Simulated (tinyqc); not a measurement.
Worked calculation: sp3 tight binding, zinc-blende lattice. One step of it, computed by the program tinyqc.

Question. Levels at G. Diagonalise the Hermitian matrix.

H(k) at G (eV), lower triangle:
```
             a s       a px       a py       a pz         c s       c px       c py       c pz
a s   -15.900000
a px    0.000000  -6.380000
a py    0.000000   0.000000  -6.380000
a pz    0.000000   0.000000   0.000000  -6.380000
c s    -5.978185   0.000000   0.000000   0.000000  -15.900000
c px    0.000000   2.305871   0.000000   0.000000    0.000000  -6.380000
c py    0.000000   0.000000   2.305871   0.000000    0.000000   0.000000  -6.380000
c pz    0.000000   0.000000   0.000000   2.305871    0.000000   0.000000   0.000000  -6.380000
```

Give: eigenvalues.

Answer.

eigenvalues (eV): -21.878  -9.922  -8.686  -8.686  -8.686  -4.074  -4.074  -4.074
